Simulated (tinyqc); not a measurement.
Valley splitting of a silicon quantum well in envelope theory: sweeps and comparisons. A value that a table varies takes the place of the one given here.

The well lies at 0 < z < L; U(z) = V0 [1/(1 + exp(z/w)) + 1/(1 + exp((L - z)/w))] - e F z, 1 mV/nm = 1e-4 eV/angstrom. The envelope psi solves -(c/ml) psi'' + U psi = E psi, c = hbar^2/2m0, by three-point differences on a grid of 0.1 angstrom from -40 to L + 40 angstrom. The two valleys at +/- k0 couple through D = C0 times the integral of exp(-i q z) U(z) psi^2, q = 2 k0 (2 pi/a), and split by Ev = 2|D|.

Random alloy: with Y(z) = Yw + (Yb - Yw) B(z), B the bracket in U, and in-plane density exp(-r^2/ad^2)/(pi ad^2), D gains a random complex part of variance sigma^2 = (C0^2/pi)(a^2 V0/(8 ad (Yb - Yw)))^2 (4/a) times the integral of psi^4 Y (1 - Y). Alone it gives a mean splitting sqrt(pi) sigma; together with the smooth part the rms splitting is 2 sqrt(|D|^2 + sigma^2).

Constants: hbar^2/2m0 = 3.80998211 eV angstrom^2.

Parameters, chosen for this exercise (near those of a strained Si well in SiGe; shifted at random, so the results belong to these values and not to a real crystal): L = 66 angstrom (well width); V0 = 0.22 eV (conduction offset); ml = 0.929 m0 (mass along z); F = 6.2 mV/nm (field pressing towards the upper interface); k0 = 0.847 2 pi/a (valley position); a = 5.431 angstrom (lattice constant); C0 = 0.241 (Bloch overlap factor); Yb = 0.35 (Ge share of the barrier); Yw = 0.02 (Ge share of the well); ad = 160 angstrom (dot radius); ws = (0.2, 0.6, 0.9, 1.5, 2.1, 2.7, 4.6) angstrom (interface widths); Ls = (66, 67.4, 68.7, 70.1, 71.4, 72.8, 74.1, 75.5) angstrom (widths in steps of one atomic layer, a/4, rounded to the grid); F2 = 0 mV/nm (second field, zero or weak); w1 = 0.7 angstrom (interface width for this table); w = 1.2 angstrom (interface width parameter).

## Sharpness of the interface

The smooth part 2|D| and the disorder part against w, beside y/sinh(y) with y = pi q w. The 12 to 88 % width of the step is 4w.

Results:

| w (angstrom) | 4w (angstrom) | 2\|D\| (micro-eV) | y/sinh(y) | sqrt(pi) sigma (micro-eV) |
|---|---|---|---|---|
| 0.2 | 0.8 | 129.34 | 0.79 | 67.8 |
| 0.6 | 2.4 | 30.25 | 0.18 | 68.0 |
| 0.9 | 3.6 | 7.05 | 0.043 | 68.1 |
| 1.5 | 6.0 | 0.30 | 0.0018 | 68.6 |
| 2.1 | 8.4 | 0.01 | 6.3e-05 | 69.4 |
| 2.7 | 10.8 | 0.00 | 2.0e-06 | 70.4 |
| 4.6 | 18.4 | 0.00 | 2.8e-11 | 76.2 |

The smooth part needs a Fourier component of U psi^2 at a wavelength of 3.21 angstrom; from the first row to the third it falls by a factor 18.3, while y/sinh(y) falls by 18.1 (the envelope near the step and the phase between the two interfaces change too). The disorder part goes from 67.8 to 76.2 micro-eV, growing as the electron overlaps more alloy. It takes over between w = 0.2 and 0.6 angstrom, that is a step 0.8 to 2.4 angstrom wide, with 1.36 angstrom to an atomic layer.

## Adding atomic layers

The smooth splitting Ev = 2|D| with w = w1, at the field F2 and at F.

Results:

| L (angstrom) | q L mod 2 pi | Ev at F2 (micro-eV) | Ev at F (micro-eV) |
|---|---|---|---|
| 66.0 | 3.68 | 8.69 | 19.0 |
| 67.4 | 0.14 | 8.31 | 18.8 |
| 68.7 | 2.69 | 3.77 | 18.1 |
| 70.1 | 5.44 | 9.45 | 18.9 |
| 71.4 | 1.70 | 1.05 | 17.9 |
| 72.8 | 4.44 | 8.25 | 18.6 |
| 74.1 | 0.71 | 4.75 | 18.1 |
| 75.5 | 3.45 | 5.41 | 18.1 |

At F2 the splitting swings between 1.05 and 9.45 micro-eV, a ratio of 8.96, as the two interfaces add with the phase q L, which advances on average by 2.66 rad a layer. At F the ratio is 1.06, where in the first row psi^2 at the upper interface is 21.2 times that at the lower one: one interface dominates and the interference fades.

## What each parameter does

Orbital spacing, psi^2 at z = L, the smooth splitting and sigma; V0 is held fixed when Yw changes. Each row changes one parameter from the base and keeps the others.

Results:

| case | E2 - E1 (meV) | psi^2(L) (1e-3/angstrom) | 2\|D\| (micro-eV) | sigma (micro-eV) |
|---|---|---|---|---|
| base | 26.01 | 2.423 | 1.48 | 38.6 |
| ad = 200 angstrom | 26.01 | 2.423 | 1.48 | 30.8 |
| Yw = 0.05 | 26.01 | 2.423 | 1.48 | 65.7 |
| L = 72 angstrom | 23.80 | 2.352 | 1.48 | 38.1 |
| V0 = 0.275 eV | 26.58 | 1.852 | 1.48 | 48.3 |
| w = 1.56 angstrom | 26.41 | 2.192 | 0.22 | 38.8 |
| F = 9.3 mV/nm | 29.54 | 3.536 | 2.25 | 40.7 |
| k0 = 0.827 2 pi/a | 26.01 | 2.423 | 1.94 | 38.6 |
| C0 = 0.289 | 26.01 | 2.423 | 1.78 | 46.2 |

The largest shifts from the base row, up to three for each result and ties (the steps differ in size, so this ranks the rows, not the parameters). E2 - E1 (meV): F +3.53, L -2.21, V0 +0.57; unchanged at the printed digits by ad, Yw, k0 and C0. psi^2(L) (1e-3/angstrom): F +1.113, V0 -0.571, w -0.231; unchanged at the printed digits by ad, Yw, k0 and C0. 2|D| (micro-eV): w -1.26, F +0.76, k0 +0.45; unchanged at the printed digits by ad, Yw, L and V0. sigma (micro-eV): Yw +27.2, V0 +9.7, ad -7.7, C0 +7.7; unchanged at the printed digits by k0.

Program tinyqc; command `OMP_NUM_THREADS=1 python tinyqc.py 1251641 1251642 out.jsonl`; about 0.09 s on one thread of a shared Intel(R) Xeon(R) Processor @ 2.30GHz.
